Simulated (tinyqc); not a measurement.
Inside a calculation: alloy A(1-x)B(x) by interpolation with bowing. Values are carried at full precision from step to step, so a last printed digit may differ when a step is redone from the rounded ones.

Each gap follows E(x) = (1 - x) E_A + x E_B - C x (1 - x); the lattice constant follows Vegard, a(x) = (1 - x) a_A + x a_B.

Constants: hc = 1239.841984 eV nm; kB = 8.617333262e-05 eV/K.

Values chosen for the exercise (A near Ge, B near Si; the results hold for these values, not for the real material): a = (5.663, 5.428) angstrom (lattice constant of A, B); x = 0.57 (fraction of B); Eg = (0.891, 4.216) eV (gap at Gamma to the s-like level of A, B); EgX = (0.939, 1.163) eV (gap to the lowest valley along Gamma-X of A, B); EgL = (0.739, 2.074) eV (gap to L of A, B); C = (0.174, 0.33, 0) eV (bowing of the Gamma, X and L gaps); Dso = (0.288, 0.045) eV (spin-orbit splitting of A, B); Ep = (26.1, 21.7) eV (Kane energy of A, B); me = (0.0385, 0.1971) m0 (electron mass at Gamma of A, B); Cs = 0 eV (bowing of Dso); md = (0.1247, 0.94, 0.51) m0 (density-of-states masses of Gamma, all X and all L valleys); T = 300 K (temperature).

## Gaps and lattice constant at x

Also give the wavelength hc/E of the lowest gap.

a(x) = 5.5290 angstrom

linear parts (eV): Gamma 2.7862, X 1.0667, L 1.4999

bowing terms C x (1 - x) (eV): Gamma 0.0426, X 0.0809, L 0.0000

gaps (eV): Gamma 2.7436, X 0.9858, L 1.4999

wavelength of the lowest gap = 1257.7 nm

The lowest valley is X, so the gap is indirect; the next, L, lies 514 meV higher.

## Where the valleys cross

The difference of two gaps is a quadratic q2 x^2 + q1 x + q0 with q2 = C_i - C_j, q1 = (E_B - E_A - C)_i - (E_B - E_A - C)_j, q0 = E_A,i - E_A,j; give its roots between 0 and 1 (a dash: none).

Crossings:
```
pair,q2,q1,q0,first root,second root
Gamma-X,-0.156,3.257,-0.048,0.0147,-
Gamma-L,0.174,1.816,0.152,-,-
X-L,0.330,-1.441,0.200,0.1435,-
```

The lowest valley changes at x = 0.144 (L to X, gap 0.931 eV). The other crossings lie above the lowest valley.

## Electron mass of the alloy

Mass at Gamma from the Kane formula 1/m = F + Ep (Eg + 2 Dso/3)/(Eg (Eg + Dso)). F is fixed by the masses of A and B and interpolated linearly, as is Ep; Eg and Dso carry their bowing.

Compare with the linear interpolation of the masses.

F of A, B: -0.9337  -0.0554

Ep, Eg, Dso at x (eV): 23.5920  2.7436  0.1495

m(x) from the Kane formula = 0.1247 m0
m(x) linear = 0.1289 m0

The Kane value lies 3.2 % below the linear one. The Gamma valley is not the lowest at this x.

## Shares of the electrons in the valleys

Non-degenerate: n_i proportional to md_i^(3/2) exp(-E_i/kT).

md^(3/2): Gamma 0.0440, X 0.9114, L 0.3642

(E - E_min)/kT: Gamma 67.99, X 0.00, L 19.89

shares: Gamma 0.000, X 1.000, L 0.000

X holds most electrons (100.0 %).

## Checks

- The Gamma and X gaps at their crossing x = 0.0147 (eV): both 0.9375.
- The X and L gaps at their crossing x = 0.1435 (eV): both 0.9306.

(tinyqc, `OMP_NUM_THREADS=1 python tinyqc.py 1080337 1080338 out.jsonl`, Intel(R) Xeon(R) Processor @ 2.30GHz, 1 thread, shared host, about 0.01 s.)
